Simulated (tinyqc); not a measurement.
Extrapolating accelerated tests: lateral field, substrate current, probability of reaching the oxide barrier and hot-carrier lifetime of a silicon transistor (pseudo-two-dimensional and lucky-electron models). Computed by tinyqc, a small Python program. Command: `OMP_NUM_THREADS=1 python tinyqc.py 3023890 3023891 out.jsonl hotcar walk`. One thread of a shared host (Intel(R) Xeon(R) Processor @ 2.30GHz), about 0.01 s of CPU time with the checks.

Local-field models: a lucky carrier gains its energy at the peak field over a path free of collisions. Voltages are magnitudes.

Inputs (values chosen for the exercise, modelled on a silicon n-channel):
```
quantity                             value                      unit
channel length L                       780                        nm
oxide thickness t                       20                        nm
junction depth x_j                     130                        nm
mobility mu                            390                cm^2/(V s)
saturation velocity v_s               0.79                  1e7 cm/s
threshold voltage V_T                 0.62                         V
gate voltage V_G                       1.8                         V
drain voltage V_D                      4.4                         V
ionisation prefactor A_i           1.7e+06                      1/cm
ionisation field B_i                  1.71                     MV/cm
hot-carrier mean free path lambda      8.1                        nm
oxide barrier phi_b                    3.1                        eV
interface-trap threshold phi_it        3.6                        eV
lifetime constant H                     20  s microampere/micrometre
```

Drain: abrupt.

Constants: eps_0 = 8.8541878128e-12 F/m.

Method:
- C_ox = 3.9 eps_0/t; F_sat = 2 v_s/mu; V_Dsat = V_ov F_sat L/(V_ov + F_sat L), V_ov = V_G - V_T; I_D/W = C_ox v_s (V_ov - V_Dsat).
- Scale length l = 0.22 t^(1/3) x_j^(1/2) (all in cm); F_m = sqrt(((V_D - V_Dsat)/l_e)^2 + F_sat^2), with l_e = l; length of the velocity-saturated region l_e ln((V_D - V_Dsat)/(l_e F_sat) + F_m/F_sat).
- Substrate current I_sub/I_D = (A_i/B_i)(V_D - V_Dsat) exp(-B_i/F_m); probability of reaching the oxide barrier exp(-phi_b/(e lambda F_m)); lifetime tau = (H/(I_D/W)) exp(phi_it/(e lambda F_m)).
- V_10 solves tau = 3.156e8 s at the given V_G. The extrapolation fits ln(tau) against 1/V_D at 1, 1.08, 1.16 and 1.25 times the given V_D (rounded to 3 digits) by least squares and reads off the same tau.

V_Dsat = 0.859171 V

Stress points:
```
V_D (V)  1/V_D (1/V)     tau (s)
4.40         0.22727  1.1821e+05
4.75         0.21053  3.9013e+04
5.10         0.19608  1.5419e+04
5.50         0.18182  6.3222e+03
```

ten-year drain voltage V_10 = 3.0036 V

V_10 from the 1/V_D extrapolation = 2.8577 V

The extrapolation is 146 mV below the true value: ln(tau) is nearly linear in 1/(V_D - V_Dsat), not in 1/V_D, so the straight line errs on the safe side when one extrapolates down. At V_10 the available energy e V_D is below phi_it, so the model understates the lifetime there.

Extremes, crossings and ranges named in words are read from the listed rows.
